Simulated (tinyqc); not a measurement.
Junctionless gate-all-around wire, depletion approximation: course of the iteration: conducting share at the source by Newton steps.

A uniformly doped n-type wire of radius R under a surrounding gate; long channel. Below flat band a shell from radius rc to R is fully depleted and the neutral core, at channel potential V (0 at the source, Vd at the drain), carries the current with constant mobility; s = (rc/R)^2 is the share of the cross-section that conducts. The edge of the depleted shell is taken as abrupt, so there is no subthreshold current.

With V = 0: f = A (1 - s + s ln s) + B (1 - s) - (Vfb - Vg); f' = A ln s - B; s(new) = s - f/f'.

Stop when s changes by less than 1e-11, or after 30 iterations. s must stay positive.

Inputs (values chosen for the exercise):
- Vfb = 1.15 V (flat-band voltage)
- Vg = 0.31 V (gate voltage)

s at the start = 0.5
A = 0.676786 V
B = 0.616085 V

Course of the iteration:

| iteration | s | \|change\| |
|---|---|---|
| 1 | 0.105491 | 0.395 |
| 2 | 0.178405 | 0.0729 |
| 3 | 0.186311 | 7.91e-3 |
| 4 | 0.186378 | 6.66e-5 |
| 5 | 0.186378 | 4.60e-9 |
| 6 | 0.186378 | < 1e-13 |

Did this iteration meet its convergence test, and what does its course show?

Yes. Converged in 6 iterations. At the end the number of correct digits about doubles with each step.

Computed by the program tinyqc: `OMP_NUM_THREADS=1 python tinyqc.py 2460015 2460016 out.jsonl`, one thread of a shared Intel Xeon 2.30GHz, about 0.01 s for the whole run.
